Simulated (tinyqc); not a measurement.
Bandgap voltage reference from two bipolar transistors: one step of the calculation.

Two transistors of area 1 and N carry the same current I. Is(T) = Is (T/T0)^eta exp[(Vg0 q/kB)(1/T0 - 1/T)], VBE1 = Vt ln(I/Is(T)) + I rb, VBE2 = Vt ln(I/(N Is(T))) + I rb/N. The amplifier forces I R1(T) = VBE1 - VBE2 + Vos, with R(T) = R (1 + tc (T - T0)) for both resistors, and the output is Vref = VBE1 + I R2(T). Base currents and the Early effect are neglected.

Task. Operating point at the reference temperature. Vt = kB T/q; I = (Vt ln N + Vos)/(R1(T) - rb (1 - 1/N)). Evaluate at T = T0.

Parameters, values chosen for the exercise; values of the order met in silicon bipolar transistors:
- T0 = 298 K (reference temperature)
- Vg0 = 1.143 V (band-gap voltage extrapolated to 0 K)
- eta = 3.4 (temperature exponent of the saturation current)
- Is = 1.9e-16 A (saturation current of the unit transistor at T0)
- N = 8 (area ratio of the second transistor)
- R1 = 5.4 kohm (resistor across which the difference of VBE falls, at T0)
- tc = -1400 ppm/K (temperature coefficient of both resistors)
- Vos = 0 mV (offset of the amplifier)
- rb = 0 ohm (series resistance of the unit transistor)
- R2 = 57.79 kohm (output resistor at T0)

Constants: q = 1.602176634e-19 C, kB = 1.380649e-23 J/K. Results are converted to the units shown.

Wanted: Vt; I; Is(T); VBE1; I R2; Vref.

Result.

Vt = 0.02568 V
I = 9.889 uA
Is(T) = 1.900e-16 A
VBE1 = 0.6337 V
I R2 = 0.5715 V
Vref = 1.205 V

tinyqc, about 0.02 s, one thread, Intel Xeon 2.30GHz (shared host): `OMP_NUM_THREADS=1 python tinyqc.py 2062198 2062199 out.jsonl`
